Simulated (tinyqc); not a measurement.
Floating body of a partially depleted SOI transistor: body voltage and kink: one step of the calculation.

Source at 0 V. Channel current Ic = 2 nf K Vt^2 [F(0) - F(Vd)](1 + la Vd), F(V) = ln^2(1 + exp((Vg - VT - nf V)/(2 nf Vt))), VT = VT0 - gb Vb. Saturation voltage Vs = 2 Vt sqrt(F(0)) + 3 Vt, excess Ve = (Vd - Vs + sqrt((Vd - Vs)^2 + 0.0004 V^2))/2, multiplication M1 = Ai Ve exp(-Bl/Ve). Each junction passes D(v) = J1 (exp(v/Vt) - 1) + J2 (exp(v/(2 Vt)) - 1). Bipolar current Ib = bb J1 (exp(Vb/Vt) - 1). The body settles where M1 (Ic + Ib) = D(Vb) + D(Vb - Vd) + Vb/Rb; drain current Id = (1 + M1)(Ic + Ib) - D(Vb - Vd).

Question. New Vb. Current into the body I_in = M1 (Ic + Ib) - D(Vb - Vd), current out I_out = D(Vb) + Vb/Rb; f = ln(I_in/I_out), s = df/dVb by central differences over 1e-5 V, Vb(new) = Vb - f/s.

Parameters, values chosen for the exercise; values of the order met in partially depleted silicon-on-insulator transistors: temperature T = 398 K; threshold at zero body voltage VT0 = 0.54 V; fall of the threshold per volt of body voltage gb = 0.13; slope factor nf = 1.43; gain factor per width K = 190 uA/(V^2 um); channel-length modulation factor la = 0.1 1/V; impact-ionisation prefactor Ai = 2.99 1/V; impact-ionisation voltage Bl = 4.9 V; diffusion saturation current of each junction J1 = 1.8e-9 uA/um; recombination saturation current of each junction J2 = 6.1e-7 uA/um; gain of the lateral bipolar transistor on the diffusion current bb = 0.5; resistance of a weak body tie to the source (1e9 stands for no tie, and the term is then dropped) Rb = 1e9 kohm um; gate voltage Vg = 0.56 V; drain voltage Vd = 2.1 V.

Constants: q = 1.602176634e-19 C, kB = 1.380649e-23 J/K, Vt = kB T/q. Results are converted to the units shown.

Vb after iteration 1 = 0.54821780 V

Wanted: Ic; Ve; M1; I_in; I_out; f; s; Vb after iteration 2.

Answer.

Ic = 1.234 uA/um
Ve = 1.911 V
M1 = 0.4395
I_in = 0.5456 uA/um
I_out = 0.01755 uA/um
f = 3.437
s = -26.10 1/V
Vb after iteration 2 = 0.6799 V

Range of the model: The multiplication law is an empirical form chosen for the exercise; self-heating and capacitive coupling to the body are left out, and the linear laws are rough once Vb passes about 0.7 V or M1 about 0.1.

Program tinyqc, `OMP_NUM_THREADS=1 python tinyqc.py 2182071 2182072 out.jsonl`; Intel Xeon 2.30GHz, shared host, one thread, about 0.2 s.
